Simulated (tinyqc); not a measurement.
Worked calculation: Hubbard chain of 3 sites. One step of it, computed by the program tinyqc.

Problem. The many-body Hamiltonian. Basis: all placements (u, d, 2, 0 on each site), up operators ordered before down ones; hops carry the sign of the same-spin electrons passed.

one-body matrix (hopping and site energies) (eV):
```
           1          2          3
1   0.910000  -1.920000   0.000000
2  -1.920000  -0.810000  -1.920000
3   0.000000  -1.920000  -0.860000
```

U = 11.800000 eV

electrons, up and down: 2  1

Give: H.

Solution.

H (eV):
```
         2u0      u20      uud      20u      udu      u02      duu      02u
2u0  12.8100  -1.9200   0.0000  -1.9200   0.0000   0.0000   0.0000   0.0000
u20  -1.9200  11.0900  -1.9200   0.0000  -1.9200   0.0000   0.0000   0.0000
uud   0.0000  -1.9200  -0.7600   0.0000   0.0000  -1.9200   0.0000   0.0000
20u  -1.9200   0.0000   0.0000  12.7600  -1.9200   0.0000  -1.9200   0.0000
udu   0.0000  -1.9200   0.0000  -1.9200  -0.7600  -1.9200   0.0000  -1.9200
u02   0.0000   0.0000  -1.9200   0.0000  -1.9200  10.9900   0.0000   0.0000
duu   0.0000   0.0000   0.0000  -1.9200   0.0000   0.0000  -0.7600  -1.9200
02u   0.0000   0.0000   0.0000   0.0000  -1.9200   0.0000  -1.9200   9.3200
0u2   0.0000   0.0000   0.0000   0.0000   0.0000  -1.9200   0.0000  -1.9200

         0u2
2u0   0.0000
u20   0.0000
uud   0.0000
20u   0.0000
udu   0.0000
u02  -1.9200
duu   0.0000
02u  -1.9200
0u2   9.2700
```
